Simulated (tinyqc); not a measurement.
The best anneal temperature for the time t: solubility, supersaturation, precipitation and gettering of an impurity in a silicon-like host. Computed by tinyqc, a small Python program. Command: `OMP_NUM_THREADS=1 python tinyqc.py 3022994 3022995 out.jsonl ripen walk`. One thread of a shared host (Intel(R) Xeon(R) Processor @ 2.30GHz), about 0.01 s of CPU time with the checks.

The wafer was saturated at T1 and is then held at T.

Inputs (values chosen for the exercise, modelled on iron in silicon):
```
quantity,value,unit
site density N0,5e+22,1/cm^3
enthalpy of solution H,3,eV
entropy of solution S,7.8,k_B
diffusion prefactor D0,0.0011,cm^2/s
migration energy Q,0.653,eV
temperature of saturation T1,1475,K
anneal temperature T,878,K
sink density n,2.7e+09,1/cm^3
initial sink radius r0,26,nm
impurity density in the precipitate C_p,2e+22,1/cm^3
interface energy gamma,0.38,J/m^2
anneal time t,6.8,s
```

Constants: k_B = 8.617333262e-05 eV/K; k_B = 1.380649e-23 J/K.

Method:
- C_eq(T) = N0 exp(S/k_B - H/(k_B T)); D(T) = D0 exp(-Q/(k_B T)); C0 = C_eq(T1). Supersaturation s = C0/C_eq(T); critical radius r* = 2 gamma/(C_p k_B T ln s); barrier W* = (4 pi/3) gamma r*^2. Strain energy is left out.
- r_f = [r0^3 + 3 (C0 - C_eq)/(4 pi n C_p)]^(1/3), tau_f = 1/(4 pi n r_f D).
- Growing sinks: with y = r/r_f and y0 = r0/r_f, dy/dt = (1 - y^3)/(3 tau_f y), which integrates to t/tau_f = F(y) - F(y0), F(y) = (1/2) ln[(1 + y + y^2)/(1 - y)^2] - sqrt(3) arctan[(2y + 1)/sqrt(3)]; the share of the excess left is (1 - y^3)/(1 - y0^3), and C(t) = C_eq + (C0 - C_eq) x share.

C0 = 6.85600e+15 1/cm^3

Dissolved share after t:
```
T (K),C_eq/C0,tau_f (s),C(t)/C0
664,3.0221e-13,6.6719e+02,0.99271
767,3.4522e-10,1.4410e+02,0.96647
885,1.4669e-07,3.8599e+01,0.87773
1003,1.5007e-05,1.4096e+01,0.68774
1121,5.7947e-04,6.3645e+00,0.41360
1239,1.1157e-02,3.3508e+00,0.17680
1342,9.6411e-02,2.1349e+00,0.14466
1416,3.7402e-01,1.7030e+00,0.38829
```

The lowest dissolved share among these rows is 0.14 at 1342 K. Above it solubility sets the floor; below it diffusion is too slow for this time. Solubility falls with H = 3 eV and diffusion with Q = 0.653 eV. Caution: the barrier to homogeneous nucleation is below 35 k_B T for these inputs, so new precipitates would form and outnumber the fixed sinks assumed here.

Extremes, crossings and ranges named in words are read from the listed rows.
